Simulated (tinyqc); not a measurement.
Stacked nanosheet transistor, parasitic resistance, capacitance and delay: two steps of the calculation.

Ns sheets share one contact on top; each has perimeter p = 2 (Ws + ts) and cross-section A = Ws ts; contact width Wc = Ws + 10 nm, stack height Hs = Ns pv. Sheet 1 is the top one. Contact length Lc = CPP - Lg - 2 Lsp, shared by two neighbouring gates. Source and drain sides are equal. The formulas are first-order estimates, not field solutions.

Parameters, values chosen for the exercise; values close to those of silicon logic devices:
- T = 300 K (temperature)
- Ns = 2 (number of sheets)
- Ws = 50 nm (sheet width)
- ts = 6 nm (sheet thickness)
- rv = 143 ohm (vertical resistance between sheet levels)
- CPP = 70 nm (contacted gate pitch)
- Lg = 16 nm (gate length)
- Lsp = 7 nm (spacer length)
- rc = 1.8e-9 ohm cm^2 (contact resistivity)
- re = 0.00066 ohm cm (resistivity of the source-drain epitaxy)
- te = 20 nm (current-carrying depth of the epitaxy)
- rx = 0.0016 ohm cm (resistivity of the extension)
- Cinv = 2.5 uF/cm^2 (inversion capacitance)
- vx = 1e7 cm/s (injection velocity)
- mu = 310 cm^2/(V s) (apparent mobility)
- VT = 0.25 V (threshold at zero drain voltage)
- dl = 0.06 V/V (barrier lowering)
- n = 1.1 (subthreshold factor)
- Vdd = 0.8 V (supply voltage)

Constants: q = 1.602176634e-19 C, kB = 1.380649e-23 J/K, Vt = kB T/q. Results are converted to the units shown.

Task 1. Geometry and resistances. Epitaxy sheet resistance Rsh = re/te, transfer length LT = sqrt(rc/Rsh), contact Rc = [sqrt(rc Rsh)/Wc] coth(Lc/(2 LT)); extension of one sheet Rx = rx Lsp/A. Effective width N p; for equal currents and rv = 0 one side has Rc + Rx/N.

Wanted: Lc; effective width; Rsh; LT; Rc; Rx; one side times effective width.

Result 1.

Lc = 40.000 nm
effective width = 224.00 nm
Rsh = 330.00 ohm
LT = 23.355 nm
Rc = 184.99 ohm
Rx = 373.33 ohm
one side times effective width = 83.251 ohm um

Task 2. Sheet currents at Vgs = Vdd, Vds = Vdd/2. One sheet: I = p Q vx u/(1 + |u|^1.8)^(1/1.8), Q = Cinv n Vt ln(1 + exp((Vg' - VT + dl Vd')/(n Vt))), u = Vd' mu/(vx Lg), Vg' = Vgs - v, Vd' = Vds - 2 v, with the drop on each side v_j = Rc sum I + rv (sum over levels k = 2..j of the current of sheets k..Ns) + Rx I_j. I(new) = I(out).

I at the start (uA): sheet 1 0, sheet 2 0
Rc = 184.99072 ohm
Rx = 373.33333 ohm

Find: drop v; I(out); I after iteration 1.

Result 2.

drop v (mV): sheet 1 0, sheet 2 0
I(out) (uA): sheet 1 158.5, sheet 2 158.5
I after iteration 1 (uA): sheet 1 158.5, sheet 2 158.5

Computed by the program tinyqc: `OMP_NUM_THREADS=1 python tinyqc.py 2170136 2170137 out.jsonl`, one thread of a shared Intel Xeon 2.30GHz, about 0.09 s for the whole run.
